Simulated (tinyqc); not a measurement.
## Joule-heated wire on a substrate, fin equation: effect of the cross-section

A wire of length L loses heat along itself to two contacts and sideways to the substrate: kap A theta'' - g theta + p = 0 with theta = T - T0 and p(x) = p0 exp(-((x/L - x0)/sg)^2/2). Each end passes the heat flow theta/Rc to its contact. Constant conductivity, diffusive heat flow.

The equation is solved on 800 equal steps and the peak is the largest node value. LH = sqrt(kap A/g); the share is the integral of g theta over that of p.

Inputs (values chosen for the exercise):
```
symbol  value     unit                                  meaning
kap       200  W/(m K)              conductivity along the wire
g         1.6  W/(m K)  conductance per length to the substrate
L        1100       nm              length between the contacts
Rc        2.4     K/uW       thermal resistance of each contact
p0       0.12    uW/nm                  peak heating per length
x0       0.66             place of the hot spot as a share of L
sg        0.1             width of the hot spot as a share of L
```

Result of one run:

| A (nm^2) | LH (nm) | L/LH | peak theta (K) | peak/(p0/g) | share to the substrate (%) |
|---|---|---|---|---|---|
| 920 | 339.1 | 3.244 | 24.49 | 0.3265 | 79.33 |

What becomes of these results when the cross-section A is changed from 920 to 460 nm^2, all else the same?

Result of the changed run:

| A (nm^2) | LH (nm) | L/LH | peak theta (K) | peak/(p0/g) | share to the substrate (%) |
|---|---|---|---|---|---|
| 460 | 239.8 | 4.587 | 30.87 | 0.4116 | 85.06 |

The whole series:

| A (nm^2) | LH (nm) | L/LH | peak theta (K) | peak/(p0/g) | share to the substrate (%) |
|---|---|---|---|---|---|
| 29 | 60.21 | 18.27 | 61.70 | 0.8226 | 99.18 |
| 58 | 85.15 | 12.92 | 54.92 | 0.7323 | 97.85 |
| 120 | 122.5 | 8.981 | 46.54 | 0.6205 | 94.95 |
| 230 | 169.6 | 6.487 | 38.68 | 0.5157 | 90.76 |
| 460 | 239.8 | 4.587 | 30.87 | 0.4116 | 85.06 |
| 920 | 339.1 | 3.244 | 24.49 | 0.3265 | 79.33 |
| 1800 | 474.3 | 2.319 | 19.98 | 0.2664 | 74.86 |

As A goes from 29 to 1800 nm^2, the peak theta falls from 61.7 to 20.0 K and the share of heat to the substrate falls from 99.2 to 74.9 %; L/LH goes from 18 to 2.3. Where L/LH is smallest the peak reaches 0.27 of p0/g, where it is largest 0.82.

Computed by the program tinyqc: `OMP_NUM_THREADS=1 python tinyqc.py 2520149 2520150 out.jsonl`, one thread of a shared Intel Xeon 2.30GHz, about 0.01 s for the whole run.
